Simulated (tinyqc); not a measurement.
## Depletion-mode phase shifter in a rib waveguide and its Mach-Zehnder modulator: effect of the acceptor density

A lateral p-n junction at x0 in a waveguide whose mode intensity is a Gaussian of rms width s about x = 0; p side at smaller x. Reverse bias removes carriers and raises the index. Abrupt junction, doping uniform over the whole mode, lumped electrode (no travelling-wave effects).

Free-carrier changes (empirical, N and P in cm^-3): |dn| = 8.5e-18 P^0.8 for holes, 8.8e-22 N for electrons; absorption 6e-18 P and 8.5e-18 N in 1/cm. W = sqrt(2 eps0 eps_r (Vb + V)(1/Na + 1/Nd)/q); edges xp = x0 - W Nd/(Na + Nd), xn = x0 + W Na/(Na + Nd); F(x) = [1 + erf(x/(sqrt(2) s))]/2. dneff = G {dn_h [F(xp(0)) - F(xp(V))] + dn_e [F(xn(V)) - F(xn(0))]}; VpiL = lam V/(2 dneff); loss = a0 + 4.343 G {a_h F(xp) + a_e [1 - F(xn)]} dB/cm at V; C = eps0 eps_r hr/W + Cf; fRC = 1/(2 pi Rs C).

Parameters, values chosen for the exercise; values close to those of silicon near 1550 nm:

| symbol | value | unit | meaning |
|---|---|---|---|
| lam | 1550 | nm | wavelength |
| eps_r | 11.7 |  | relative permittivity of the semiconductor |
| Nd | 2.7e17 | cm^-3 | donor density |
| Vb | 0.92 | V | built-in voltage |
| s | 150 | nm | rms width of the lateral mode intensity |
| x0 | 0 | nm | junction offset towards the n side |
| G | 0.9 |  | vertical confinement times ng/n |
| hr | 310 | nm | rib height |
| Cf | 41 | pF/m | fringe capacitance |
| Rs | 17.7 | ohm mm | series resistance |
| V | 1.5 | V | reverse bias |
| a0 | 1.7 | dB/cm | passive loss |

Constants: q = 1.602176634e-19 C, eps0 = 8.8541878128e-14 F/cm where lengths are in cm. Results are converted to the units shown.

Effect of the acceptor density:

| Na (cm^-3) | dneff | VpiL (V cm) | loss (dB/cm) | VpiL x loss (V dB) | C (pF/m) | fRC (GHz) |
|---|---|---|---|---|---|---|
| 5e16 | 2.822e-5 | 4.120 | 5.257 | 21.66 | 158.9 | 56.58 |
| 9.4e16 | 4.381e-5 | 2.654 | 5.233 | 13.89 | 192.6 | 46.69 |
| 1.7e17 | 5.640e-5 | 2.061 | 5.594 | 11.53 | 226.4 | 39.71 |
| 3.3e17 | 6.536e-5 | 1.779 | 6.933 | 12.33 | 262.2 | 34.29 |
| 6.1e17 | 6.851e-5 | 1.697 | 9.828 | 16.68 | 289.4 | 31.08 |
| 1.1e18 | 6.801e-5 | 1.709 | 15.31 | 26.18 | 308.3 | 29.17 |
| 2.1e18 | 6.511e-5 | 1.785 | 26.86 | 47.96 | 321.8 | 27.94 |
| 4e18 | 6.112e-5 | 1.902 | 49.04 | 93.27 | 329.7 | 27.27 |

What does the table show?

As Na goes from 5e16 to 4e18 cm^-3, VpiL goes from 4.12 through a minimum of 1.70 (at Na = 6.1e17 cm^-3 among the rows listed) to 1.90 V cm, the loss goes from 5.26 through a minimum of 5.23 (at Na = 9.4e16 cm^-3 among the rows listed) to 49.0 dB/cm, their product goes from 21.7 through a minimum of 11.5 (at Na = 1.7e17 cm^-3 among the rows listed) to 93.3 V dB and fRC falls from 56.6 to 27.3 GHz. Rs is held fixed, though in a real device it falls with doping.

Numbers from tinyqc (`OMP_NUM_THREADS=1 python tinyqc.py 2650127 2650128 out.jsonl`; about 0.01 s on one thread of a shared Intel Xeon 2.30GHz).
